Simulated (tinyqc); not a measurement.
Worked calculation: Hueckel theory of the pi electrons, for the molecule Oc1ccc2[nH]ccc2c1 (SMILES; centres numbered as the heavy atoms are written). Computed by tinyqc, a small Python program that keeps every step. Settings: charge = 0. Command: `OMP_NUM_THREADS=1 python tinyqc.py 25160 25161 out.jsonl` (the two numbers bound the seeds that draw the settings). One thread of a shared host (Intel(R) Xeon(R) Processor @ 2.60GHz), about 0.01 s of CPU time with the checks.

## The Hueckel matrix

Centres:
```
centre  z_r, pi electrons of the neutral centre        h
1O                                            2  1.89000
2C                                            1  0.00000
3C                                            1  0.00000
4C                                            1  0.00000
5C                                            1  0.00000
6N                                            2  1.50000
7C                                            1  0.00000
8C                                            1  0.00000
9C                                            1  0.00000
10C                                           1  0.00000
```

Bonds:
```
i    j        k
1    2  0.71000
2    3        1
3    4        1
4    5        1
5    6  0.70000
6    7  0.70000
7    8        1
8    9        1
9   10        1
10   2        1
9    5        1
```

H_rr = alpha + h_r beta, H_rs = k_rs beta for bonded centres.

Hueckel matrix in units of beta (H = alpha + beta A):
```
          1O       2C       3C       4C       5C       6N       7C       8C
1O   1.89000  0.71000  0.00000  0.00000  0.00000  0.00000  0.00000  0.00000
2C   0.71000  0.00000  1.00000  0.00000  0.00000  0.00000  0.00000  0.00000
3C   0.00000  1.00000  0.00000  1.00000  0.00000  0.00000  0.00000  0.00000
4C   0.00000  0.00000  1.00000  0.00000  1.00000  0.00000  0.00000  0.00000
5C   0.00000  0.00000  0.00000  1.00000  0.00000  0.70000  0.00000  0.00000
6N   0.00000  0.00000  0.00000  0.00000  0.70000  1.50000  0.70000  0.00000
7C   0.00000  0.00000  0.00000  0.00000  0.00000  0.70000  0.00000  1.00000
8C   0.00000  0.00000  0.00000  0.00000  0.00000  0.00000  1.00000  0.00000
9C   0.00000  0.00000  0.00000  0.00000  1.00000  0.00000  0.00000  1.00000
10C  0.00000  1.00000  0.00000  0.00000  0.00000  0.00000  0.00000  0.00000

          9C      10C
1O   0.00000  0.00000
2C   0.00000  1.00000
3C   0.00000  0.00000
4C   0.00000  0.00000
5C   1.00000  0.00000
6N   0.00000  0.00000
7C   0.00000  0.00000
8C   1.00000  0.00000
9C   0.00000  1.00000
10C  1.00000  0.00000
```

## Orbitals

pi electrons, sum of z_r less the charge = 12

Diagonalise; E = alpha + x beta with beta < 0, so the largest x are filled first; degenerate levels share their electrons. P = sum n_i c_ri c_si; each orbital has its largest coefficient positive (the first on a tie).

x values: [2.45628, 2.20557, 1.58935, 1.31631, 0.75122, 0.61330, -0.80157, -1.12281, -1.45781, -2.15983]

occupations: [2.00000, 2.00000, 2.00000, 2.00000, 2.00000, 2.00000, 0.00000, 0.00000, 0.00000, 0.00000]

coefficients:
```
         MO1       MO2       MO3       MO4       MO5       MO6       MO7       MO8
1O   0.40628   0.71113   0.44168   0.12542  -0.30699   0.01075   0.00791  -0.12470
2C   0.32404   0.31607  -0.18703  -0.10134   0.49239  -0.01934  -0.02997   0.52915
3C   0.23060   0.11817  -0.27343  -0.43587   0.22573   0.37315  -0.40333  -0.13080
4C   0.24239  -0.05544  -0.24754  -0.47240  -0.32282   0.24819   0.35327  -0.38229
5C   0.36477  -0.24045  -0.12001  -0.18595  -0.46824  -0.22094   0.12016   0.56004
6N   0.42508  -0.46015   0.58008  -0.22091   0.27347  -0.23174  -0.20215  -0.19744
7C   0.21594  -0.22337   0.19405   0.24392   0.17572   0.51448   0.54450   0.17975
8C   0.23286  -0.17054  -0.09765   0.47572  -0.05942   0.47775  -0.29495  -0.06361
9C   0.35602  -0.15277  -0.34924   0.38227  -0.22036  -0.22147  -0.30808  -0.10832
10C  0.27687   0.07404  -0.33742   0.21342   0.36213  -0.39265   0.42174  -0.37480

          MO9      MO10
1O   -0.06875  -0.06099
2C    0.32417   0.34790
3C   -0.44582  -0.31525
4C    0.32574   0.33298
5C   -0.02905  -0.40394
6N    0.10418   0.05551
7C   -0.41114   0.11369
8C    0.52644  -0.28441
9C   -0.35631   0.50059
10C   0.02205  -0.39285
```

charge and bond-order matrix P:
```
           1O        2C        3C        4C        5C        6N        7C        8C
1O    1.95188   0.21946  -0.12600  -0.01552   0.08451  -0.02495  -0.00645   0.02649
2C    0.21946   0.98595   0.62264  -0.01712  -0.28560   0.09066   0.02987  -0.09379
3C   -0.12600   0.62264   1.04417   0.68535  -0.03715  -0.08683   0.19134   0.03551
4C   -0.01552  -0.01712   0.68535   1.02414   0.63123  -0.11297  -0.05515   0.00620
5C    0.08451  -0.28560  -0.03715   0.63123   1.01582   0.32063  -0.26423  -0.05705
6N   -0.02495   0.09066  -0.08683  -0.11297   0.32063   1.81243   0.36416  -0.22248
7C   -0.00645   0.02987   0.19134  -0.05515  -0.26423   0.36416   0.97848   0.84163
8C    0.02649  -0.09379   0.03551   0.00620  -0.05705  -0.22248   0.84163   1.10184
9C   -0.01007  -0.02113  -0.27893   0.03361   0.57908  -0.14867  -0.03237   0.46439
10C  -0.14504   0.68099   0.01412  -0.33728   0.00236   0.06153  -0.21709  -0.04557

           9C       10C
1O   -0.01007  -0.14504
2C   -0.02113   0.68099
3C   -0.27893   0.01412
4C    0.03361  -0.33728
5C    0.57908   0.00236
6N   -0.14867   0.06153
7C   -0.03237  -0.21709
8C    0.46439  -0.04557
9C    1.03160   0.58769
10C   0.58769   1.05368
```

## Energy, charges, bond orders

E = sum n x; q_r = z_r - P_rr; bond order p = P_rs; free valence = sqrt(3) - sum of p over the bonds of the atom.

pi energy = 12 alpha + this times beta = 17.86405

pi charges: 1O 0.04812, 2C 0.01405, 3C -0.04417, 4C -0.02414, 5C -0.01582, 6N 0.18757, 7C 0.02152, 8C -0.10184, 9C -0.03160, 10C -0.05368

Bond orders and lengths from R = 1.517 - 0.180 p (angstrom, C-C alone):
```
bond        p        R
1-2   0.21946        -
2-3   0.62264  1.40492
3-4   0.68535  1.39364
4-5   0.63123  1.40338
5-6   0.32063        -
6-7   0.36416        -
7-8   0.84163  1.36551
8-9   0.46439  1.43341
9-10  0.58769  1.41122
10-2  0.68099  1.39442
9-5   0.57908  1.41277
```

free valence of the carbons: 2C 0.20896, 3C 0.42407, 4C 0.41547, 5C 0.20111, 7C 0.52626, 8C 0.42603, 9C 0.10089, 10C 0.46337

gap between the highest filled and the next level = 1.41487 |beta|
